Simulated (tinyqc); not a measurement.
Cell-based percolation model of oxide breakdown: one step of the calculation.

The oxide, of thickness n a, is cut into cubic cells. A cell is defective with the chance l = 1 - exp(-a^3 N), N = N1 (t/1 s)^al. A column of n defective cells breaks the oxide down, and the area holds M = A/a^2 independent columns: 1 - F = (1 - l^n)^M.

Task. The distribution. N, l, F and W = ln(-ln(1 - F)) at each time; the slope is taken between the end points.

Values chosen for this exercise:
```
symbol   value   unit                    meaning
a          0.9     nm             edge of a cell
n            5            cells across the oxide
A          3.9   um^2                       area
al        0.77         exponent of defect growth
N1      8.8e17  cm^-3   defect density after 1 s
```

t, point 0 to 6 (s): 24  44  80  150  220  270  340

Find: N; l; F; W; slope.

Result.

```
point  N (cm^-3)          l          F        W
0      1.0168e19  0.0073852  1.0577e-4  -9.1542
1      1.6216e19   0.011752  0.0010786  -6.8315
2      2.5696e19   0.018558   0.010542  -4.5471
3      4.1694e19   0.029938    0.10934  -2.1560
4      5.5995e19   0.039998    0.38917  -0.7074
5      6.5559e19   0.046668    0.65557   0.0638
6      7.8293e19   0.055477    0.92035   0.9283
```

slope = 3.8034

The slope is 1.2 % below n al, since l grows a little more slowly than N.

Numbers from tinyqc (`OMP_NUM_THREADS=1 python tinyqc.py 2070146 2070147 out.jsonl`; about 0.01 s on one thread of a shared Intel Xeon 2.30GHz).
